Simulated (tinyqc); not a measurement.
MOS capacitor on an n-type substrate, surface potential from the exact charge relation: one step of the calculation.

Uniform n-type substrate, Boltzmann statistics, full ionisation, classical densities. psi is the surface potential against the body (positive when the bands bend down) and u = -psi/Vt. Traps are spread evenly over the gap and neutral at flat band, so their charge is -q Dit psi; the minority quasi-Fermi level is shifted by Vb.

Question. Flat band, threshold and scales. ni = sqrt(Nc Nv) exp(-Eg/(2 Vt)), Eg in volts; phiF = Vt ln(N/ni); Cox = eps0 eox/tox; Vfb = phiM - chi - Vt ln(Nc/N) - q Nf/Cox; Q0 = sqrt(2 eps0 eps_r q N Vt); r = (ni/N)^2 exp(-Vb/Vt); VT = Vfb - [(2 phiF + Vb)(1 + q Dit/Cox) + sqrt(2 eps0 eps_r q N (2 phiF + Vb))/Cox].

Parameters, values chosen for the exercise; band and dielectric values those of a made-up semiconductor: temperature T = 293 K; band gap Eg = 0.756 eV; relative permittivity eps_r = 16.3; conduction-band density of states at T Nc = 1.86e17 cm^-3; valence-band density of states at T Nv = 8.15e18 cm^-3; electron affinity chi = 5.66 eV; donor density of the substrate N = 2.7e16 cm^-3; relative permittivity of the gate insulator (close to zirconium oxide) eox = 25.2; insulator thickness tox = 16 nm; gate work function phiM = 6.3 eV; fixed charge at the interface, in units of q Nf = 4.1e11 cm^-2; density of interface traps Dit = 0 cm^-2 eV^-1; reverse bias of the inversion layer against the body Vb = 0 V.

Constants: q = 1.602176634e-19 C, kB = 1.380649e-23 J/K, Vt = kB T/q, eps0 = 8.8541878128e-14 F/cm where lengths are in cm. Results are converted to the units shown.

Find: ni; phiF; Cox; Vfb; Q0; r; VT.

Answer.

ni = 3.877e11 cm^-3
phiF = 0.2816 V
Cox = 1.395 uF/cm^2
Vfb = 0.5442 V
Q0 = 17.76 nC/cm^2
r = 2.062e-10
VT = -0.07906 V

tinyqc, about 0.01 s, one thread, Intel Xeon 2.30GHz (shared host): `OMP_NUM_THREADS=1 python tinyqc.py 2060079 2060080 out.jsonl`
